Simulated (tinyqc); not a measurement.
CIS and TDHF on RHF in the sto-6g basis, for H2, spin multiplicity 1, step by step. One step of it, computed by the program tinyqc.

Task: CIS matrix, triplets. A(ia,jb) = (e_a - e_i) d_ij d_ab - (ij|ab).

orbital energies (hartree): MO1 -0.462416, MO2 0.399706

Two-electron integrals over orbitals (pq|rs), unique and non-zero (hartree):
```
(11|11) 0.611965   (21|21) 0.202508   (22|11) 0.609870   (22|22) 0.640207
```

Give: CIS matrix A, triplet.

Result:

CIS matrix A, triplet (hartree):
```
        1>2
1>2  0.2523
```
